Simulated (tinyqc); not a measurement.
Electromigration in a confined line: Blech product, Korhonen stress evolution and Black's law: one step, computed by the program tinyqc. Command: `OMP_NUM_THREADS=1 python tinyqc.py 3013607 3013608 out.jsonl emigr walk`. One thread of a shared host (Intel(R) Xeon(R) Processor @ 2.30GHz), about 0.02 s of CPU time with the checks.

The electron wind pushes atoms from the cathode (x = 0) to the anode (x = L); blocking ends build a back stress (tension positive). The input rho is taken not to change with temperature. d sigma/dt = d/dx [kappa (d sigma/dx + G)], with zero flux at both ends and sigma = sigma_0 at t = 0.

Question. Stress along the line. sigma(x, t) = sigma_0 + G L [1/2 - x/L - 4 sum_(m odd) cos(m pi x/L) exp(-m^2 pi^2 s)/(m pi)^2], s = t/tau, summed to m = 399. Steady state: sigma_0 + G L (1/2 - x/L). Take x/L = 0, 0.1, 0.2, 0.3, 0.4, 0.6, 0.8 and 1.

Inputs (values chosen for the exercise, close to those used for cobalt lines): critical stress sigma_c = 500 MPa; initial stress sigma_0 = 170 MPa; line length L = 69 um; test temperature T = 350 C; time as a fraction of L^2/kappa, s = 0.14.

Start: thermal stress.

stress gradient G = 202.4199 MPa/um

Give: Stress (MPa).

Answer.

Stress (MPa):
```
x/L  at time s  steady state
0.0     5731.9        7153.5
0.1     4404.8        5756.8
0.2     3210.0        4360.1
0.3     2127.8        2963.4
0.4     1127.4        1566.7
0.6     -787.4       -1226.7
0.8    -2870.0       -4020.1
1.0    -5391.9       -6813.5
```

Caution: stresses above sigma_c are formal, since a void forms first.
